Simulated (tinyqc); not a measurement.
# From junction depth x_j back to background doping C_B

Model: two-step dopant diffusion (predeposition and drive-in) with a constant diffusivity. Computed by tinyqc, a small Python program. Command: `OMP_NUM_THREADS=1 python tinyqc.py 3000470 3000471 out.jsonl dopdiff inv`. One thread of a shared host (Intel(R) Xeon(R) Processor @ 2.30GHz), about 0.04 s of CPU time with the checks.

Fick diffusion into a half space x > 0 whose background doping C_B is of the opposite type, so that a junction lies where C = C_B.

Inputs (values chosen for the exercise, modelled on boron in silicon): prefactor D0 = 1.07 cm^2/s; activation energy E = 3.52 eV; surface concentration C_s = 7.9e+19 1/cm^3; predeposition temperature T1 = 1050 C; predeposition time t1 = 15 min; drive-in temperature T2 = 1100 C; drive-in time t2 = 480 min.

Furnace ramps of the drive-in: none.

Constants: k_B = 8.617333262e-05 eV/K.

Method:
- D = D0 exp(-E/(k_B T)).
- Temperatures in kelvin are T(C) + 273.15.
- Times in seconds are 60 times the minutes.
- (Dt)2 = D2 t2, t2 in seconds.
- C = C_s erfc(x/(2 sqrt(D1 t1))); dose Q = 2 C_s sqrt(D1 t1/pi); the junction solves erfc(z) = C_B/C_s with x_j = 2 z sqrt(D1 t1).
- With a sealed surface and a thin source, C = Q/sqrt(pi (Dt)2) exp(-x^2/(4 (Dt)2)); x_j = 2 sqrt((Dt)2 ln(C(0)/C_B)); gradient at the junction |dC/dx| = C_B x_j/(2 (Dt)2).

Task: A run gave the result below. Find the background doping C_B, known to lie between 9.4e+14 and 2.1e+15 1/cm^3.

junction depth x_j = 3.486844 um

Result:

Each step takes the trial c = (a f_b - b f_a)/(f_b - f_a), f being the result less the target and a, b, c the logarithms of the listed values; c replaces end b, the old b replaces a if the sign of f changed, and otherwise f_a is halved.

Scan of the range:
```
background doping C_B (1/cm^3)  junction depth x_j (um)
9.40e+14                                        3.57168
1.07e+15                                        3.54466
1.23e+15                                        3.51535
1.40e+15                                        3.48791
1.61e+15                                        3.45803
1.84e+15                                        3.42925
2.10e+15                                        3.40052
```

False position (Illinois rule, in the logarithm of the input) inside the bracket:
```
step        end a        end b        trial  junction depth x_j (um)
1     1.40000e+15  1.61000e+15  1.40697e+15                  3.48685
2     1.61000e+15  1.40697e+15  1.40700e+15                  3.48684
3     1.61000e+15  1.40700e+15  1.40700e+15                  3.48684
4     1.40700e+15  1.40700e+15  1.40700e+15                  3.48684
```

Junction depth x_j falls at every point of a 13-point scan of the range (every second point is shown), so one value fits; it is bracketed by 1.40e15 and 1.61e15. Answer: background doping C_B = 1.407e15 1/cm^3.

Caution: C_s exceeds the intrinsic carrier density of silicon at the predeposition temperature (2e18 to 1e19 per cm^3), where real diffusivities rise with concentration and profiles turn box-like.
